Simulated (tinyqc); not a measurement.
Plane-wave Kohn-Sham cycle with exchange-only LDA in a layered model solid, step by step. Computed by tinyqc, a small Python program that keeps every step. Settings: points = 16, plane-wave index or count = 2, electrons = 2, k points = 4, area = 28.0, mixing = 0.5, iteration cap = 76, Kerker q0 = 0.97. Command: `OMP_NUM_THREADS=1 python tinyqc.py 28408 28409 out.jsonl` (the two numbers bound the seeds that draw the settings). One thread of a shared host (Intel(R) Xeon(R) Processor @ 2.60GHz), about 0.03 s of CPU time with the checks.

A solid whose potential varies along x alone (atomic units):
```
parameter,value
period a,11.000000
cross-section of the cell,28.000000
electrons per cell,2
grid points,16
"plane waves -n..n, n",2
k points,4
V1 in V1 cos(2 pi x/a),-0.340000
```

Stop when sqrt(dV sum R^2) is below 1e-8, dV = a A/N.

Course of the cycle:
```
iteration,E (hartree),norm of the residual
1,-0.643479,1.32e-01
2,-0.591717,1.08e-01
3,-0.553483,8.94e-02
4,-0.526275,7.42e-02
5,-0.507337,6.16e-02
6,-0.494394,5.12e-02
7,-0.485702,4.24e-02
8,-0.479964,3.50e-02
9,-0.476242,2.89e-02
10,-0.473868,2.38e-02
11,-0.472379,1.95e-02
...,...,...
66,-0.470123,4.27e-07
67,-0.470123,3.52e-07
68,-0.470123,2.90e-07
69,-0.470123,2.39e-07
70,-0.470123,1.97e-07
71,-0.470123,1.63e-07
72,-0.470123,1.34e-07
73,-0.470123,1.11e-07
74,-0.470123,9.11e-08
75,-0.470123,7.51e-08
76,-0.470123,6.20e-08
```

Can the last value be used, and what does the course show?

Not by the stop rule, although the second column moves by less than 1e-07 over the last three steps. Not converged within 76 iterations: the residual falls steadily but slowly, by a factor of about 0.82 a step. Reruns (cap 100 unless said): mixing 0.1: not converged; mixing 0.5, Kerker q0 1.0: converged in 90 (E = -0.47012); mixing 0.3, Pulay depth 5: converged in 12 (E = -0.47012); the original settings with a cap of 400: converged in 86 (E = -0.47012).
